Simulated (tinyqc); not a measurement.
## Long-channel MOSFET, surface-potential model: output curve

n-channel transistor on a uniformly doped p-type body, gradual-channel approximation, constant mobility, Boltzmann statistics, full ionisation. Potentials are counted from the neutral body; V is the electron quasi-Fermi potential, Vsb at the source and Vsb + Vds at the drain. Charges are magnitudes per area.

ni = sqrt(Nc Nv) exp(-Eg/(2 Vt)), Eg in volts; phiF = Vt ln(Na/ni); Cox = eps0 eox/tox; gamma = sqrt(2 q eps0 eps_r Na)/Cox. The surface potential psi at channel potential V solves Vgs + Vsb - Vfb - psi = gamma sqrt(G), G = psi - Vt + Vt exp((psi - 2 phiF - V)/Vt). Charge sheet: Qi = Cox gamma [sqrt(G) - sqrt(psi - Vt)]; I = mu (W/L) [integral of Qi dpsi from psi_0 to psi_L (drift) + Vt (Qi0 - QiL) (diffusion)], with psi_0 at V = Vsb and psi_L at V = Vsb + Vds. Pao-Sah: Qi(V) = (Cox gamma/2) integral from 3 Vt to psi of exp((u - 2 phiF - V)/Vt)/sqrt(G(u, V)) du, and I = mu (W/L) integral of Qi dV from Vsb to Vsb + Vds. Square law: VT = Vfb + 2 phiF + gamma sqrt(2 phiF + Vsb), m = 1 + gamma/(2 sqrt(2 phiF + Vsb)), I = mu Cox (W/L) [(Vgs - VT) v - m v^2/2] with v the smaller of Vds and (Vgs - VT)/m, and zero below VT.

Inputs (values chosen for the exercise); material values close to those of silicon:
- T = 293 K (temperature)
- Eg = 1.11 eV (band gap)
- eps_r = 11.9 (relative permittivity of the semiconductor)
- Nc = 2.74e19 cm^-3 (conduction-band density of states at T)
- Nv = 2.58e19 cm^-3 (valence-band density of states at T)
- Na = 5.6e15 cm^-3 (acceptor density of the body)
- eox = 21.5 (relative permittivity of the gate insulator)
- tox = 21 nm (insulator thickness)
- Vfb = -0.74 V (flat-band voltage)
- mu = 190 cm^2/(V s) (channel mobility)
- W = 5 um (gate width)
- L = 1 um (gate length)
- Vsb = 0.5 V (source-body reverse bias)
- Vgs = 0.29 V (gate-source voltage)

Constants: q = 1.602176634e-19 C, kB = 1.380649e-23 J/K, Vt = kB T/q, eps0 = 8.8541878128e-14 F/cm where lengths are in cm. Results are converted to the units shown.

Output curve:
```
Vds (V)  psi_L (V)  QiL (nC/cm^2)  I, charge sheet (uA)  I, Pao-Sah (uA)  I, square law (uA)
0.05         1.379          85.89                 4.489            4.923               11.62
0.1          1.413          54.41                 7.511            8.264               21.03
0.15         1.442          27.90                 9.268            10.21               28.25
0.2          1.462          9.690                 10.06            11.07               33.26
0.26         1.471          1.382                 10.30            11.33               36.37
0.31         1.472         0.2027                 10.33            11.36               36.74
0.36         1.472        0.02824                 10.34            11.36               36.74
0.41         1.472       0.003903                 10.34            11.36               36.74
0.46         1.472       5.388e-4                 10.34            11.36               36.74
```

What does the comparison show?

The Pao-Sah current rises from 4.92 to 11.4 uA, while the charge at the drain end falls from 85.9 to 5.39e-4 nC/cm^2. The current first comes within 1 % of its last value at Vds = 0.26 V among the rows listed; the square law saturates at (Vgs - VT)/m = 0.289 V. Over the last two rows psi_L moves by less than 1 mV: the drain has lost hold of the surface potential, so the current no longer grows. In the last row the charge sheet is 9.0 % below Pao-Sah and the square law 3.23 times it.

tinyqc, about 0.04 s, one thread, Intel Xeon 2.30GHz (shared host): `OMP_NUM_THREADS=1 python tinyqc.py 2360008 2360009 out.jsonl`
